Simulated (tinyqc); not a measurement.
Heisenberg magnet: exchange from energy differences, ordering vector, linear spin waves and ordering temperature: one step, computed by the program tinyqc. Command: `OMP_NUM_THREADS=1 python tinyqc.py 3014778 3014779 out.jsonl magnon walk`. One thread of a shared host (Intel(R) Xeon(R) Processor @ 2.30GHz), about 0.09 s of CPU time with the checks.

H = -sum over pairs <ij> J_ij S_i.S_j - K sum_i (S_i^z)^2, each pair once, J > 0 ferromagnetic. First neighbours: 8 at a (0.5, 0.5, 0.5), second: 6 at a (1, 0, 0), with all permutations and signs.

Task: Energies of ordered states. J(q) = J1 g1(q) + J2 g2(q), g_s(q) = sum over shell s of cos(q.R). A classical spiral or collinear state of wave vector Q has the exchange energy -(S^2/2) J(Q) per site.

Inputs (values chosen for the exercise, for a model magnet): exchange J1 = -0.507 meV; exchange J2 = 0.12 meV; spin S = 3.5.

Lattice: bcc.

Give: States, Q in 2 pi/a.

Result:

States, Q in 2 pi/a:

| Q | g1 | g2 | energy (meV/site) |
|---|---|---|---|
| G (0, 0, 0) | 8.0000e+00 | 6 | 20.433 |
| H (1, 0, 0) | -8.0000e+00 | 6 | -29.253 |
| N (0.5, 0.5, 0) | 0 | -2 | 1.470 |
| P (0.5, 0.5, 0.5) | 4.9304e-32 | -6 | 4.410 |

The lowest of these is H (1, 0, 0), 30.723 meV per site below N (0.5, 0.5, 0).
